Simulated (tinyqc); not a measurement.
Channel length: inversion-layer mobility, back-scattering and ballistic limit of a field-effect transistor. Computed by tinyqc, a small Python program. Command: `OMP_NUM_THREADS=1 python tinyqc.py 3022756 3022757 out.jsonl mos walk`. One thread of a shared host (Intel(R) Xeon(R) Processor @ 2.30GHz), about 0.01 s of CPU time with the checks.

The charge at the top of the source barrier is fixed by the gate; series resistance and short-channel effects are left out. F_j are Fermi integrals normalised to exp(eta) in the classical limit.

Inputs (values chosen for the exercise, modelled on a silicon p-channel):
```
quantity,value,unit
transport mass m,0.29,m_0
valley degeneracy g_v,1,-
weight w of the inversion charge,0.333,-
permittivity eps,11.7,-
"phonon mobility at 1 MV/cm and 300 K, mu_ph",100,cm^2/(V s)
"roughness mobility at 1 MV/cm, mu_sr",130,cm^2/(V s)
"Coulomb mobility at N_inv = 1e12/cm^2, mu_C",210,cm^2/(V s)
electrical oxide thickness t_inv,1.1,nm
depletion charge N_dep,1.3e+11,1/cm^2
gate overdrive V_G - V_T,0.64,V
drain voltage V_D,0.73,V
exponent a of the critical length,0.67,-
temperature T,300,K
```

Statistics at the top of the barrier: Fermi-Dirac.

Constants: eps_0 = 8.8541878128e-12 F/m; e = 1.602176634e-19 C; m_0 = 9.1093837015e-31 kg; k_B = 1.380649e-23 J/K; hbar = 1.054571817e-34 J s; k_B = 8.617333262e-05 eV/K.

Method:
- N_inv = 3.9 eps_0 (V_G - V_T)/(e t_inv); effective field E_eff = e (N_dep + w N_inv)/(eps eps_0).
- mu_phonon = mu_ph (E_eff/1 MV/cm)^(-0.3) (T/300 K)^(-1.75); mu_rough = mu_sr (E_eff/1 MV/cm)^(-2); mu_Coulomb = mu_C (N_inv/1e12 cm^-2) (T/300 K); Matthiessen's rule adds 1/mu.
- F_j(eta) = (1/Gamma(j + 1)) int_0^infinity x^j/(1 + exp(x - eta)) dx, F_0 = ln(1 + exp(eta)). Integrals over x = E/(k_B T) use 160 Gauss-Legendre points in u = sqrt(x) from 0 to sqrt(max(eta, 0) + 32).
- Ballistic channel: N_2D = g_v m k_B T/(pi hbar^2), U = e V_D/(k_B T); eta_F solves N_inv = (N_2D/2)[F_0(eta_F) + F_0(eta_F - U)]; v_T = sqrt(2 k_B T/(pi m)); I/W = e (N_2D/2) v_T [F_1/2(eta_F) - F_1/2(eta_F - U)]; injection velocity v_T F_1/2(eta_F)/F_0(eta_F).
- Mean free path lambda = (2 k_B T/e)(mu/v_T) F_0(eta_0)/F_-1/2(eta_0), with eta_0 from N_inv = N_2D F_0(eta_0); critical length l = L (1 + U)^(-a), an empirical rule; back-scattering r = l/(l + lambda). Then eta solves N_inv = (N_2D/2)[(1 + r) F_0(eta) + (1 - r) F_0(eta - U)] and I/W = e (N_2D/2) v_T (1 - r)[F_1/2(eta) - F_1/2(eta - U)].
- The last column is the long-channel law e N_inv mu V/L with V = V_D - V_D^2/(2 V_ov) below pinch-off and V_ov/2 above, V_ov = V_G - V_T.

inversion density N_inv = 1.25398e+13 1/cm^2

effective mobility mu = 79.0974 cm^2/(V s)

ballistic current I/W = 4356.24 microampere/micrometre

Currents (microampere/micrometre):
```
L (nm),r,I/W,ballistic ratio,long-channel law
5,0.06484,3717.0,0.85326,10171
10,0.12178,3236.0,0.74284,5085
20,0.21712,2563.3,0.58843,2543
40,0.35678,1801.5,0.41355,1271
80,0.52592,1123.2,0.25784,636
160,0.68931,637.8,0.14642,318
400,0.84725,276.9,0.06355,127
1000,0.93274,114.5,0.02629,51
```

The current scales as L^-0.96 at the long end and as L^-0.20 at the short end, where it reaches 85 % of the ballistic 4360. The long-channel law passes the ballistic limit between 10.0 and 20.0 nm and has no meaning below. At 1000 nm the model gives 2.25 times the long-channel law; the rule for l is a fit for short devices and fails wherever the model exceeds that law. Raising mu by 10 % at 20 nm raises I by 4.0 %. Caution: the Fermi level lies so high that further subbands and non-parabolicity matter.

Extremes, crossings and ranges named in words are read from the listed rows.
